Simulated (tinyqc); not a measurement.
# Tunnelling through a two-layer gate stack, WKB transmission and Tsu-Esaki current: several studies

Electrons leave the emitter at x = 0. Energies E (motion across the layers) are in eV from the emitter Fermi level; the collector Fermi level lies at -V and offers states at every E. No charge in the dielectric and no image force: F1 = V/(t1 + t2 eps1/eps2), F2 = F1 eps1/eps2; U = phi1 - F1 x in layer 1 and phi2 - F1 t1 - F2 (x - t1) in layer 2. With C = hbar^2/(2 m0), kappa = sqrt(m (U - E)/C) where U > E and 0 elsewhere; T(E) = exp(-S), S = 2 times the integral of kappa over x.

Values chosen for this exercise; layer 1 close to silicon dioxide, layer 2 close to zirconium oxide:

| symbol | value | unit | meaning |
|---|---|---|---|
| T | 77 | K | temperature |
| Ef | 0.4 | eV | Fermi energy of the emitter above its band bottom |
| me | 0.9 | m0 | emitter mass in the supply function |
| phi1 | 3 | eV | barrier of layer 1 above the emitter Fermi level at zero bias |
| m1 | 0.52 | m0 | tunnelling mass of layer 1 |
| t1 | 0.6 | nm | thickness of layer 1 |
| eps1 | 3.96 |  | relative permittivity of layer 1 |
| phi2 | 1.39 | eV | barrier of layer 2 at zero bias |
| m2 | 0.25 | m0 | tunnelling mass of layer 2 |
| t2 | 3 | nm | thickness of layer 2 |
| eps2 | 25.2 |  | relative permittivity of layer 2 |
| V | 1 | V | voltage across the dielectric |

Constants: q = 1.602176634e-19 C, kB = 1.380649e-23 J/K, hbar = 1.054571817e-34 J s, m0 = 9.1093837015e-31 kg, Vt = kB T/q, hbar^2/(2 m0) = 0.0380998212 eV nm^2. Results are converted to the units shown.

Each table varies one quantity; the others keep the values above.

## Effect of the thickness t1 at fixed voltage

Each layer adds (2/F) sqrt(m/C) [G(u at its left edge) - G(u at its right edge)] to S, with u = U - E (0 where negative) and G(u) = (2/3) u^1.5. J = J0 times the integral of T(E) N(E) dE, N = ln[(1 + exp(-E/Vt))/(1 + exp((-E - V)/Vt))], J0 = q^2 me m0 kB T/(2 pi^2 hbar^3) (times 1e-4 for A/cm^2 per eV), from E = -Ef to far above the barrier (T = 1 there), by quadrature converged to the digits shown.

Results:
```
t1 (nm),S at E = 0,T(E = 0),J (A/cm^2),mean E of the current (eV)
0.4,17.32,3.010e-8,4.158,-0.1728
0.51,18.36,1.062e-8,1.369,-0.1691
0.63,19.55,3.246e-9,0.3902,-0.1652
0.74,20.67,1.059e-9,0.1199,-0.1619
0.97,23.08,9.457e-11,0.009555,-0.1555
1.09,24.37,2.607e-11,0.002492,-0.1523
1.2,25.56,7.896e-12,7.194e-4,-0.1496
```

Estimate the missing row, t1 = 0.86 nm.

Computed row:
```
t1 (nm),S at E = 0,T(E = 0),J (A/cm^2),mean E of the current (eV)
0.86,21.92,3.034e-10,0.03232,-0.1585
```

With this row back in the table: J falls from 4.16 to 7.19e-4 A/cm^2: 4.39 decades a nanometre between the first two rows and 4.91 between the last two. The exponent S alone gives dS/dt/ln 10 = 4.11 and 4.71. In 2 of the 8 rows the field exceeds 10 MV/cm (up to 11.5), more than most dielectrics sustain; the model ignores breakdown. In 4 of the 8 rows a layer is thinner than 0.8 nm, a few atomic planes, where an effective mass is a rough description.

## Effect of the barrier height

Same model as above.

Effect of the barrier height:
```
phi1 (eV),S at E = 0,T(E = 0),J (A/cm^2),mean E of the current (eV)
1.5,16.82,4.941e-8,5.463,-0.1606
1.77,17.34,2.945e-8,3.349,-0.1621
2.04,17.81,1.837e-8,2.136,-0.1633
2.31,18.25,1.188e-8,1.405,-0.1643
2.59,18.67,7.785e-9,0.9349,-0.1651
2.86,19.05,5.305e-9,0.6449,-0.1658
3.13,19.42,3.687e-9,0.4530,-0.1664
3.4,19.77,2.606e-9,0.3232,-0.1669
```

Read the table: what changes, and by how much?

J falls from 5.46 to 0.323 A/cm^2, on average 0.646 decades for each eV, while S rises from 16.8 to 19.8. In every row a layer is thinner than 0.8 nm, a few atomic planes, where an effective mass is a rough description.

## Effect of the tunnelling mass m2

Same model as above.

Effect of the tunnelling mass m2:
```
m2 (m0),S at E = 0,T(E = 0),J (A/cm^2),mean E of the current (eV)
0.12,15.58,1.715e-7,34.76,-0.1933
0.15,16.55,6.462e-8,11.37,-0.1859
0.2,17.99,1.546e-8,2.230,-0.1753
0.25,19.25,4.383e-9,0.5359,-0.1661
0.31,20.60,1.130e-9,0.1167,-0.1567
0.4,22.41,1.855e-10,0.01551,-0.1448
0.5,24.19,3.122e-11,0.002152,-0.1338
0.63,26.26,3.947e-12,2.213e-4,-0.1222
```

J falls from 34.8 to 2.21e-4 A/cm^2. S goes as m2^(0.31): only one of the two layers feels this mass, so the power is below 0.5. In every row a layer is thinner than 0.8 nm, a few atomic planes, where an effective mass is a rough description.

Program tinyqc, `OMP_NUM_THREADS=1 python tinyqc.py 2540123 2540124 out.jsonl`; Intel Xeon 2.30GHz, shared host, one thread, about 0.05 s.
